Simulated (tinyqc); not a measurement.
Reverse leakage of an n+-p junction: diffusion, generation, trap-assisted and band-to-band tunnelling: leakage components against the temperature.

One-sided abrupt junction in the depletion approximation, x from the junction (0) to W on the p side, field F = F0 (1 - x/W). Flat quasi-Fermi levels, long p side. Traps generate through SRH with both lifetimes shortened by 1 + Gamma (Hurkx enhancement, form for moderate fields); band-to-band generation is local and needs a total bending above Eg.

Nc and Nv are given at 350 K and scale as (T/350 K)^1.5; all else is held fixed. ni = sqrt(Nc Nv) exp(-Eg/(2 Vt)), Eg in volts; Vbi = Vt ln(Na Nd/ni^2); W = sqrt(2 eps0 eps_r (Vbi + VR)/(q Na)); F0 = 2 (Vbi + VR)/W; FG = sqrt(24 mt m0 (kB T)^3)/(q hbar); J_diff = q ni^2 sqrt(Dn/tau)(1 - exp(-VR/Vt))/Na. u = (Vbi + VR)(1 - x/W)^2, p = Na exp(-u/Vt), n = Nd exp((u - Vbi - VR)/Vt); G0 = ni^2 (1 - exp(-VR/Vt))/(tau (n + p + 2 ni cosh(Et/Vt))); Gamma = 2 sqrt(3 pi)(F/FG) exp((F/FG)^2); trap-assisted part G0 Gamma; G_bb = Ab F^2.5 exp(-Bb/F) with F in V/cm, zero unless Vbi + VR > Eg, and counted as zero under 1 cm^-3 s^-1. Currents are q times the integrals over 0 to W; J_bb under 1e-8 of J is printed as 0; rows with F0/FG above 2.2, beyond the range of this Gamma, are left out.

Parameters, values chosen for the exercise; band and dielectric values those of a made-up semiconductor:

| symbol | value | unit | meaning |
|---|---|---|---|
| Eg | 1.27 | eV | band gap |
| eps_r | 8.85 |  | relative permittivity |
| Nc | 3.87e19 | cm^-3 | conduction-band density of states at the reference temperature |
| Nv | 3.26e19 | cm^-3 | valence-band density of states at the reference temperature |
| Na | 1.2e17 | cm^-3 | acceptor density of the lighter side |
| Nd | 1e20 | cm^-3 | donor density of the heavier side |
| tau | 1e-7 | s | SRH lifetime of both carriers at zero field |
| Et | 0 | eV | trap level above the intrinsic level |
| mt | 0.27 | m0 | tunnelling mass |
| Dn | 25 | cm^2/s | electron diffusion coefficient on the lighter side |
| Ab | 3.1e14 | cm^-0.5 V^-2.5 s^-1 | band-to-band prefactor |
| Bb | 2.22e7 | V/cm | band-to-band field constant |
| VR | 1.7 | V | reverse bias |

Constants: q = 1.602176634e-19 C, kB = 1.380649e-23 J/K, hbar = 1.054571817e-34 J s, m0 = 9.1093837015e-31 kg, Vt = kB T/q, eps0 = 8.8541878128e-14 F/cm where lengths are in cm. Results are converted to the units shown.

The same in every row: J_bb (A/cm^2) = 0.

Result of one run:
```
F0 (kV/cm)	F0/FG	J_diff (A/cm^2)	J_SRH (A/cm^2)	J_TAT (A/cm^2)	J (A/cm^2)	largest part
378	1.57	5.34e-23	2.82e-13	6.29e-12	6.57e-12	trap-assisted tunnelling
```

Which temperature T gave this result: 220, 310, 340 or 370 K?

T = 220 K.

The whole series:
```
T (K)	F0 (kV/cm)	F0/FG	J_diff (A/cm^2)	J_SRH (A/cm^2)	J_TAT (A/cm^2)	J (A/cm^2)	largest part
220	378	1.57	5.34e-23	2.82e-13	6.29e-12	6.57e-12	trap-assisted tunnelling
250	377	1.29	2.43e-19	1.92e-11	2.28e-10	2.47e-10	trap-assisted tunnelling
280	376	1.09	1.89e-16	5.42e-10	4.16e-9	4.70e-9	trap-assisted tunnelling
310	374	0.930	4.17e-14	8.15e-9	4.53e-8	5.34e-8	trap-assisted tunnelling
340	373	0.807	3.65e-12	7.71e-8	3.32e-7	4.09e-7	trap-assisted tunnelling
370	372	0.708	1.58e-10	5.14e-7	1.79e-6	2.30e-6	trap-assisted tunnelling
400	370	0.628	3.96e-9	2.61e-6	7.58e-6	1.02e-5	trap-assisted tunnelling
430	369	0.561	6.44e-8	1.06e-5	2.64e-5	3.71e-5	trap-assisted tunnelling
```

J rises from 6.57e-12 to 3.71e-5 A/cm^2. Trap-assisted tunnelling leads at T = 220 and in all other rows. Activation energies over the table: 1.35 eV for diffusion (Eg = 1.27 eV, raised by the T^3 of ni^2), 0.677 eV for SRH generation (Eg/2 + |Et| = 0.635 eV), 0.592 eV for the trap-assisted part, lower since Gamma grows on cooling; the total shows 0.573 eV at the cold end and 0.639 eV at the hot end.

Range of the model: The n+ side is degenerate, so Vbi from Boltzmann statistics is only a guide.

tinyqc, about 0.01 s, one thread, Intel Xeon 2.30GHz (shared host): `OMP_NUM_THREADS=1 python tinyqc.py 2290170 2290171 out.jsonl`
